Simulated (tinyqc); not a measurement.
Worked calculation: Hubbard ring of 4 sites. Computed by tinyqc, a small Python program that keeps every step. Settings: hopping = 1.1, U = 6.6, mixing = 0.2, iteration cap = 87. Command: `OMP_NUM_THREADS=1 python tinyqc.py 23662 23663 out.jsonl` (the two numbers bound the seeds that draw the settings). One thread of a shared host (Intel(R) Xeon(R) Processor @ 2.60GHz), about 0.2 s of CPU time with the checks. Later iterations appear only in the table of the cycle.

## Mean-field iteration 1

one-body matrix (hopping and site energies) (eV):
```
           1          2          3          4
1   0.000000  -1.100000   0.000000  -1.100000
2  -1.100000   0.000000  -1.100000   0.000000
3   0.000000  -1.100000   0.000000  -1.100000
4  -1.100000   0.000000  -1.100000   0.000000
```

U = 6.600000 eV

electrons, up and down: 2  1

mixing = 0.200000

n(up) at the start (a guess, not normalised): 1 0.500000, 2 0.500000, 3 0.500000, 4 0.500000

n(down) at the start (a guess): 1 0.250000, 2 0.250000, 3 0.250000, 4 0.250000

H(up) = T + U n(down), H(down) = T + U n(up); fill the lowest levels; n(new) = n + mixing (n(out) - n); E = tr T (rho up + rho down) + U sum n_up n_down of the output.

levels, up (eV): -0.550000  1.650000  1.650000  3.850000

levels, down (eV): 1.100000  3.300000  3.300000  5.500000

energy = -1.100000 eV

n(up) after iteration 1: 1 0.550000, 2 0.450000, 3 0.550000, 4 0.450000

n(down) after iteration 1: 1 0.250000, 2 0.250000, 3 0.250000, 4 0.250000

The highest filled level is degenerate with an empty one, so which vector is filled is an arbitrary choice.

## Mean-field iteration 2

As before.

levels, up (eV): -0.550000  1.650000  1.650000  3.850000

levels, down (eV): 1.075388  2.970000  3.630000  5.524612

energy = -0.830898 eV

n(up) after iteration 2: 1 0.490000, 2 0.510000, 3 0.490000, 4 0.510000

n(down) after iteration 2: 1 0.242583, 2 0.257417, 3 0.242583, 4 0.257417

The highest filled level is degenerate with an empty one, so which vector is filled is an arbitrary choice.

## Mean-field iteration 3

As before.

levels, up (eV): -0.550545  1.601048  1.698952  3.850545

levels, down (eV): 1.099010  3.234000  3.366000  5.500990

energy = -1.047888 eV

n(up) after iteration 3: 1 0.543112, 2 0.456888, 3 0.543112, 4 0.456888

n(down) after iteration 3: 1 0.245566, 2 0.254434, 3 0.245566, 4 0.254434

## Convergence

Each step fills the lowest levels of T + U n(other spin) and sets n(new) = n + mixing (n(out) - n); stop when output and input agree to 1e-8.

Course of the cycle:

| iteration | E (eV) | largest \|n(out) - n(in)\| | mean \|n_up - n_down\| |
|---|---|---|---|
| 1 | -1.10000000 | 2.50e-01 | 0.250000 |
| 2 | -0.83089823 | 3.00e-01 | 0.250000 |
| 3 | -1.04788785 | 2.66e-01 | 0.250000 |
| 4 | -1.29609038 | 2.10e-01 | 0.285393 |
| 5 | -1.45116241 | 1.72e-01 | 0.319346 |
| 6 | -1.55788256 | 1.46e-01 | 0.349671 |
| 7 | -1.63717820 | 1.26e-01 | 0.376624 |
| 8 | -1.69865384 | 1.11e-01 | 0.400493 |
| 9 | -1.74711987 | 9.86e-02 | 0.421532 |
| 10 | -1.78542523 | 8.82e-02 | 0.439982 |
| 11 | -1.81557931 | 7.91e-02 | 0.456079 |
| ... | ... | ... | ... |
| 77 | -1.91692226 | 9.00e-06 | 0.558060 |
| 78 | -1.91692226 | 7.80e-06 | 0.558061 |
| 79 | -1.91692226 | 6.76e-06 | 0.558062 |
| 80 | -1.91692226 | 5.86e-06 | 0.558062 |
| 81 | -1.91692226 | 5.08e-06 | 0.558063 |
| 82 | -1.91692226 | 4.40e-06 | 0.558064 |
| 83 | -1.91692226 | 3.82e-06 | 0.558064 |
| 84 | -1.91692226 | 3.31e-06 | 0.558065 |
| 85 | -1.91692226 | 2.87e-06 | 0.558065 |
| 86 | -1.91692226 | 2.49e-06 | 0.558065 |
| 87 | -1.91692226 | 2.15e-06 | 0.558066 |

Not converged within 87 iterations: the residual falls steadily but slowly, by a factor of about 0.87 a step. The lowest mean-field energy found from random starts is -2.22395 eV. Reruns (cap 100 unless said): mixing 0.5: not converged; mixing 0.9: not converged; the original settings with a cap of 400: converged in 373 (E = -2.22395).

## Exact diagonalisation (24 states)

Lowest levels of the sector, and the double occupancy of the lowest state.

lowest levels (eV): -2.736473  -2.736473  -2.200000  -1.494789  -1.494789  0.000000

double occupancy per site = 0.025403

## The lowest level by Lanczos steps

From a random start vector (not printed): a_j = <q_j|H|q_j>, b_j = norm of the remainder after orthogonalising; the Ritz value is the lowest eigenvalue of the tridiagonal matrix of a and b so far.

Lanczos:

| j | a_j (eV) | b_j (eV) | lowest Ritz value (eV) |
|---|---|---|---|
| 1 | 2.534444 | 4.914509 | 2.53444428 |
| 2 | 3.135363 | 2.536439 | -2.08878132 |
| 3 | 4.212807 | 2.823743 | -2.55781323 |
| 4 | 2.524278 | 2.359810 | -2.68762388 |
| 5 | 4.392745 | 3.164612 | -2.71618607 |
| 6 | 2.991624 | 3.451796 | -2.72816705 |
| 7 | 5.186944 | 1.776559 | -2.73519917 |
| 8 | 2.663903 | 2.774980 | -2.73612585 |
| 9 | 5.059814 | 1.980067 | -2.73636756 |
| 10 | 3.199344 | 3.872375 | -2.73639647 |
